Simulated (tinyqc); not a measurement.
Hueckel theory of the pi electrons with the omega technique, for the molecule Nc1ccc2[nH]ccc2c1 (SMILES; centres numbered as the heavy atoms are written), step by step. One step of it, computed by the program tinyqc.

Problem. Energy, charges, bond orders. E = sum n x; q_r = z_r - P_rr; bond order p = P_rs; free valence = sqrt(3) - sum of p over the bonds of the atom.

final x values: [2.713730, 2.293609, 1.565084, 1.259819, 0.631646, 0.550873, -0.877254, -1.227902, -1.532528, -2.217078]

occupations: [2.000000, 2.000000, 2.000000, 2.000000, 2.000000, 2.000000, 0.000000, 0.000000, 0.000000, 0.000000]

final P, order 1N, 2C, 3C, 4C, 5C, 6N, 7C, 8C, 9C, 10C:
```
[[1.915970, 0.288926, -0.160855, -0.020123, 0.107788, -0.033421, -0.011217, 0.040893, -0.012523, -0.191184],
 [0.288926, 0.992896, 0.605340, -0.020962, -0.271491, 0.091352, 0.032778, -0.106389, -0.023452, 0.674240],
 [-0.160855, 0.605340, 1.051831, 0.694393, -0.048586, -0.085870, 0.191972, 0.035289, -0.272278, 0.029197],
 [-0.020123, -0.020962, 0.694393, 1.035527, 0.614821, -0.121715, -0.065185, 0.024492, 0.037342, -0.341539],
 [0.107788, -0.271491, -0.048586, 0.614821, 1.020903, 0.356573, -0.279215, -0.064636, 0.569719, -0.003017],
 [-0.033421, 0.091352, -0.085870, -0.121715, 0.356573, 1.775418, 0.394133, -0.235478, -0.157723, 0.065311],
 [-0.011217, 0.032778, 0.191972, -0.065185, -0.279215, 0.394133, 1.001891, 0.824820, -0.038563, -0.206343],
 [0.040893, -0.106389, 0.035289, 0.024492, -0.064636, -0.235478, 0.824820, 1.096896, 0.482853, -0.051702],
 [-0.012523, -0.023452, -0.272278, 0.037342, 0.569719, -0.157723, -0.038563, 0.482853, 1.044446, 0.581118],
 [-0.191184, 0.674240, 0.029197, -0.341539, -0.003017, 0.065311, -0.206343, -0.051702, 0.581118, 1.064222]]
```

Centres:
```
centre  z_r, pi electrons of the neutral centre         h
1N                                            2  1.580000
2C                                            1  0.000000
3C                                            1  0.000000
4C                                            1  0.000000
5C                                            1  0.000000
6N                                            2  1.580000
7C                                            1  0.000000
8C                                            1  0.000000
9C                                            1  0.000000
10C                                           1  0.000000
```

Bonds:
```
i    j         k
1    2  0.900000
2    3         1
3    4         1
4    5         1
5    6  0.900000
6    7  0.900000
7    8         1
8    9         1
9   10         1
10   2         1
9    5         1
```

Give: pi energy = 12 alpha + this times beta; pi charges; Bond orders and lengths from R = 1.517 - 0.180 p; free valence of the carbons; gap between the highest filled and the next level.

Solution.

pi energy = 12 alpha + this times beta = 18.030

pi charges: [0.084, 0.007, -0.052, -0.036, -0.021, 0.225, -0.002, -0.097, -0.044, -0.064]

Bond orders and lengths from R = 1.517 - 0.180 p (angstrom, C-C alone):
```
bond      p      R
1-2   0.289      -
2-3   0.605  1.408
3-4   0.694  1.392
4-5   0.615  1.406
5-6   0.357      -
6-7   0.394      -
7-8   0.825  1.369
8-9   0.483  1.430
9-10  0.581  1.412
10-2  0.674  1.396
9-5   0.570  1.414
```

free valence of the carbons: [0.164, 0.432, 0.423, 0.191, 0.513, 0.424, 0.098, 0.477]

gap between the highest filled and the next level = 1.428 |beta|
